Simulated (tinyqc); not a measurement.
From results back to parameters: free and nearly free electrons in a metal. Four cases, with inputs chosen for the exercise.

Problem. A free-electron metal with 2 atoms in the cubic cell and z electrons an atom has EF = c kF^2/m, (hbar omega_p)^2 = 8 pi c (e^2/(4 pi eps0)) n/m and kF = (3 pi^2 n)^(1/3), c = hbar^2/2m0.

Constants: hbar^2/2m0 = 3.80998211 eV angstrom^2; e^2/(4 pi eps0) = 14.39964547 eV angstrom.

Case 1.

Values chosen (out of a larger set: near those of Li; not measured data): a = 3.516 angstrom (bcc lattice constant).

EF = 4.68230 eV
hbar omega_p = 7.96524 eV

Case 2.

Values chosen (out of a larger set: near those of Li; not measured data): a = 3.491 angstrom (bcc lattice constant).

EF = 4.74960 eV
hbar omega_p = 8.05096 eV

Case 3.

Values chosen (out of a larger set: near those of W, whose d bands this model ignores; not measured data): a = 3.166 angstrom (bcc lattice constant).

EF = 9.16688 eV
hbar omega_p = 13.18320 eV

Case 4.

Values chosen (out of a larger set: near those of W, whose d bands this model ignores; not measured data): a = 3.16 angstrom (bcc lattice constant).

EF = 9.20173 eV
hbar omega_p = 13.22077 eV

Find: kF; m; z.

Solution. (hbar omega_p)^2/EF = (8/(3 pi)) (e^2/(4 pi eps0)) kF gives kF; EF then gives m, and n = kF^3/(3 pi^2) gives z.

Case 1.

kF = 1.1086 1/angstrom
m = 1.00 m0
z = 1.00

Case 2.

kF = 1.1165 1/angstrom
m = 1.00 m0
z = 1.00

Case 3.

kF = 1.5511 1/angstrom
m = 1.00 m0
z = 2.00

Case 4.

kF = 1.5541 1/angstrom
m = 1.00 m0
z = 2.00

Computed by tinyqc, one run a case: `OMP_NUM_THREADS=1 python tinyqc.py N N+1 out.jsonl` with N = 1681268, 1681390, 1681463, 1681466; one thread of a shared Intel(R) Xeon(R) Processor @ 2.30GHz, about 0.01 s a run at most.
